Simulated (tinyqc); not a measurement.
Spin coating of a resist or spin-on film: centrifugal thinning, evaporation and the final thickness (Emslie and Meyerhofer models). From one set of inputs to another, one input at a time. Computed by tinyqc, a small Python program. Command: `OMP_NUM_THREADS=1 python tinyqc.py 3111782 3111783 out.jsonl spincoat ladder`. One thread of a shared host (Intel(R) Xeon(R) Processor @ 2.30GHz), about 0.2 s of CPU time with the checks.

A Newtonian film stays uniform over the wafer; solvent and solids have the same density and the concentration is uniform through the thickness.

The inputs printed are set A. Inputs not listed in the table keep their values of set A, so the rows need not describe a real material.

Inputs (values chosen for the exercise, of the order of those of a polymer resist in an ester solvent):
```
quantity                                 value          unit
solids volume fraction c0                 0.33             -
kinematic viscosity of the solvent nu_s    1.3        mm^2/s
viscosity constant k                      2700        mm^2/s
viscosity exponent gamma                   2.4             -
spin speed f                              3000           rpm
evaporation rate at 1000 rpm e0          0.099  micrometre/s
starting thickness h0                      200    micrometre
wafer radius R                              50            mm
shrinkage in the bake                      6.2             %
```

Method:
- omega = 2 pi f/60; nu(c) = nu_s + k c^gamma; evaporation rate e = e0 sqrt(f/1000 rpm).
- Flow constant K = 2 omega^2/(3 nu(c0)); Reynolds number of the air omega R^2/nu_air with nu_air = 15 mm^2/s.
- Meyerhofer estimate: flow rules until (1 - c0) K h^3 = e, then evaporation alone: h_w = (e/((1 - c0) K))^(1/3), dry film c0 h_w.
- Full model for solids s and liquid l per area, h = s + l, c = s/h: ds/dt = -c Q, dl/dt = -(1 - c) Q - e, Q = 2 omega^2 h^3/(3 nu(c)); integrated adaptively (relative tolerance 1e-9) until l = 0.
- Dry film = s at l = 0, before the bake; film after the bake = s x (1 - shrinkage).

Each row keeps all changes above it:
```
input moved                                        from     to  dry film (nm)  dry film, estimate (nm)  wet thickness h_w (micrometre)
set A                                                 -      -         3176.2                   2983.6                           9.041
starting thickness h0 (micrometre)                  200    400         3176.3                   2983.6                           9.041
evaporation rate at 1000 rpm e0 (micrometre/s)    0.099   0.18         3876.7                   3641.6                          11.035
spin speed f (rpm)                                 3000   1000         6714.4                   6307.4                          19.113
kinematic viscosity of the solvent nu_s (mm^2/s)    1.3    2.3         6722.6                   6318.5                          19.147
solids volume fraction c0                          0.33  0.053          294.2                    261.9                           4.942
viscosity exponent gamma                            2.4      3          232.9                    218.7                           4.126
viscosity constant k (mm^2/s)                      2700    710          214.3                    210.4                           3.969
```

Which inputs carry the difference?

dry film goes from 3180 to 214, a factor 0.0675 in all. The largest single move comes from solids volume fraction c0 (a factor 0.0438), and spin speed f works against it (a factor 1.73). dry film, estimate goes from 2980 to 210, a factor 0.0705 in all. The largest single move comes from solids volume fraction c0 (a factor 0.0415), and spin speed f works against it (a factor 1.73). wet thickness h_w goes from 9.04 to 3.97, a factor 0.439 in all. The largest single move comes from solids volume fraction c0 (a factor 0.258), and spin speed f works against it (a factor 1.73). The single moves hold for this order of the switches; the total does not depend on the order.

Extremes, crossings and ranges named in words are read from the listed rows.
